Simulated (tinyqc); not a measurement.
Thermal resistances of a two-die stack.

Problem. Heat leaves through the lower die only, and the system is linear. Find the resistance R1 from the lower die to the coolant, R2 between the dies, and the rise of the upper die when both are powered.

Parameters, values chosen for the exercise:
- P1 = 34 W (power of the lower die)
- P2 = 21 W (power of the upper die)

rises of the lower and upper die with only the lower one powered (K): [25.16, 25.16]
rises of the lower and upper die with only the upper one powered (K): [15.54, 23.52]

Answer. With only the lower die powered no heat crosses R2, so both dies rise by P1 R1; the difference in the second test is P2 R2; rises add.

R1 = 0.740 K/W
R2 = 0.380 K/W
rise of the upper die = 48.7 K

Numbers from tinyqc (`OMP_NUM_THREADS=1 python tinyqc.py 2162208 2162209 out.jsonl`; about 0.03 s on one thread of a shared Intel Xeon 2.30GHz).
